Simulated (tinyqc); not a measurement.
## Gap and radiative efficiency from Jsc and Voc

Question. Photon flux above E from a black body at temperature T into a hemisphere: Phi(E, T) = A sum_k exp(-k E/th)[E^2 th/k + 2 E th^2/k^2 + 2 th^3/k^3], k = 1, 2, ..., with th = kB T/q in eV and A = 2 pi q^3/(h^3 c^2). A cell with a sharp absorption edge has Jsc = q fs X Phi(Eg, Ts) and Voc = Vt ln(1 + Jsc/J0), J0 = q ge Phi(Eg, T)/ERE. Find Eg and ERE.

Values chosen for this exercise:
- T = 350 K (cell temperature)
- Ts = 6000 K (temperature of the black-body sun)
- fs = 2.16e-5 (share of the hemisphere filled by the sun)
- X = 500 (concentration)
- ge = 1 (number of faces that emit)

Constants: q = 1.602176634e-19 C, kB = 1.380649e-23 J/K, h = 6.62607015e-34 J s, c = 299792458 m/s, Vt = kB T/q. Results are converted to the units shown.

Jsc = 33634.1172 mA/cm^2
Voc = 0.876981628 V

Solution. Phi falls steadily with E, so Jsc fixes Eg; Voc gives J0, and its ratio to the radiative dark current is 1/ERE.

Eg = 1.030 eV
ERE = 0.1000

Program tinyqc, `OMP_NUM_THREADS=1 python tinyqc.py 2820113 2820114 out.jsonl`; Intel Xeon 2.30GHz, shared host, one thread, about 0.01 s.
